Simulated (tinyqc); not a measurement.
Ionisation potential and affinity of a slab from the planar-averaged potential: one step. The potential line-up.

Values chosen for the exercise (out of a larger set: gap near that of Si; not measured data): h = 0.3 angstrom (grid step).

macroscopic average (eV): -5.59643  -7.15836  -8.54882  -9.65010  -10.41843  -10.87801  -11.10349  -11.18920  -11.21344  -11.21883  -11.21982  -11.21998  -11.22000  -11.22000  -11.22000  -11.22000  -11.22000  -11.22000  -11.22000  -11.22000  -11.22000  -11.22000  -11.22000  -11.22000  -11.21998  -11.21982  -11.21883  -11.21344  -11.18920  -11.10349  -10.87801  -10.41972  -9.65426  -8.55611  -7.16879  -5.61000  -4.05121  -2.66389  -1.56574  -0.80028  -0.34199  -0.11651  -0.03080  -0.00656  -0.00117  -0.00018  -0.00002  0.00000  0.00000  0.00000  0.00000  0.00000  0.00000  0.00000  -0.00003  -0.00018  -0.00088  -0.00443  -0.02553  -0.10810  -0.33043  -0.78558  -1.54820  -2.64534  -4.03450

Question. Read the macroscopic average in the middle of each region, j = 17 and j = 50, and its slope in A by a central difference over two points each way.

Give: plateau in A; plateau in vacuum; dV = vacuum - A; slope in A.

Answer.

plateau in A = -11.220 eV
plateau in vacuum = 0.000 eV
dV = vacuum - A = 11.220 eV
slope in A = 0.000 eV/angstrom

The plateaus are flat, so the line-up is well defined.

Computed by tinyqc, a small Python program: `OMP_NUM_THREADS=1 python tinyqc.py 1850911 1850912 out.jsonl` (the numbers bound the seed that draws the inputs); one thread of a shared host (Intel(R) Xeon(R) Processor @ 2.30GHz), about 0.01 s for the whole set of steps.
